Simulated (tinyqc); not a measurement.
# Junction parameters from two forward currents

Problem. D(v) = J1 (exp(v/Vt) - 1) + J2 (exp(v/(2 Vt)) - 1). Find J1, J2 and the voltage 2 Vt ln(J2/J1) near which both parts are equal.

Values chosen for this exercise:
- T = 300 K (temperature)

Constants: q = 1.602176634e-19 C, kB = 1.380649e-23 J/K, Vt = kB T/q. Results are converted to the units shown.

junction voltages (V): [0.33, 0.68]
currents (uA/um): [3.9024021e-6, 1.7514028]

Solution. The current is linear in J1 and J2, so two points give two equations.

J1 = 6.60e-12 uA/um
J2 = 2.70e-9 uA/um
crossover = 0.311 V

Computed by the program tinyqc: `OMP_NUM_THREADS=1 python tinyqc.py 2182211 2182212 out.jsonl`, one thread of a shared Intel Xeon 2.30GHz, about 0.2 s for the whole run.
